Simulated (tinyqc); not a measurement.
Rigid-ion and shell models of the dielectric response of an ionic crystal. From one set of inputs to another, one input at a time. Computed by tinyqc, a small Python program. Command: `OMP_NUM_THREADS=1 python tinyqc.py 3018710 3018711 out.jsonl shell ladder`. One thread of a shared host (Intel(R) Xeon(R) Processor @ 2.30GHz), about 0.01 s of CPU time with the checks.

Charges +Z and -Z; 4 nearest neighbours, Madelung constant M = 1.638055, volume per ion pair Omega = 3.079201 d^3. Energy per pair U = -M Z^2 e2/d + 4 A exp(-d/rho), e2 = e^2/(4 pi eps_0). In the shell model the anion is a core of charge Y - Z and a massless shell of charge -Y, joined by the spring k; the repulsion acts on the shell. Each ion feels the Lorentz field E + (4 pi/3) P (Gaussian units).

The inputs printed are set A. Inputs not listed in the table keep their values of set A, so the rows need not describe a real material.

Inputs (values chosen for the exercise, for a model crystal):
```
quantity                       value           unit
nearest-neighbour distance d    2.37       angstrom
ionic charge Z                     2              e
hardness d/rho                  10.8              -
cation mass                      126              u
anion mass                        19              u
shell charge size Y             2.23              e
core-shell spring k             37.4  eV/angstrom^2
cation polarisability alpha_+   0.28     angstrom^3
```

Structure: zinc blende.

Constants: e^2/(4 pi eps_0) = 14.39964548 eV angstrom; 1 eV/angstrom^3 = 160.2176634 GPa; nu for 1 eV/(angstrom^2 u) = 15.6333042 THz; 1 THz = 33.35640952 1/cm.

Method:
- Zero pressure fixes 4 A exp(-d/rho) = M Z^2 e2 rho/d^2. Then U = -(M Z^2 e2/d)(1 - rho/d), B = M Z^2 e2 (d/rho - 2)/(9 Omega d), and the spring of one sublattice against the other is R = (1/3) x (Laplacian of the repulsion summed over neighbours) = M Z^2 e2 (d/rho - 2)/(3 d^3), so R = 3 B Omega/d^2.
- Eliminating the shell gives the anion polarisability alpha_- = Y^2 e2/(k + R), the Szigeti charge Z_S = Z - Y R/(k + R) and the softened spring R' = k R/(k + R). With b = 4 pi (alpha_+ + alpha_-)/(3 Omega): eps_inf = (1 + 2b)/(1 - b) (Clausius-Mossotti); Born charge Z* = Z_S (eps_inf + 2)/3.
- mu lambda_TO = R' - (4 pi e2/(3 Omega)) Z_S^2/(1 - b); mu lambda_LO = mu lambda_TO + 4 pi e2 Z*^2/(eps_inf Omega); eps_s = eps_inf lambda_LO/lambda_TO.
- lambda in eV/(angstrom^2 u) gives the wavenumber 15.6333042 x 33.35640952 x sqrt(lambda); mu is the reduced mass.

Each row keeps all changes above it:
```
input moved                                 from    to  eps_inf  omega_TO (1/cm)  bulk modulus B (GPa)
set A                                          -     -    1.548            422.6                 152.1
nearest-neighbour distance d (angstrom)     2.37  2.97    1.304            323.7                  61.7
core-shell spring k (eV/angstrom^2)         37.4    54    1.233            331.7                  61.7
ionic charge Z (e)                             2     1    1.262            175.3                  15.4
cation mass (u)                              126  50.5    1.262            191.7                  15.4
shell charge size Y (e)                     2.23  3.19    1.525            192.5                  15.4
cation polarisability alpha_+ (angstrom^3)  0.28  0.37    1.544            192.3                  15.4
hardness d/rho                              10.8  10.1    1.546            181.3                  14.2
```

eps_inf ends near its start, 1.55; the largest single move comes from shell charge size Y (a factor 1.21). omega_TO goes from 423 to 181, a factor 0.429 in all. The largest single move comes from ionic charge Z (a factor 0.528), and cation mass works against it (a factor 1.09). Bulk modulus B goes from 152 to 14.2, a factor 0.0933 in all. The largest single move comes from ionic charge Z (a factor 0.250). The single moves hold for this order of the switches; the total does not depend on the order.

Extremes, crossings and ranges named in words are read from the listed rows.
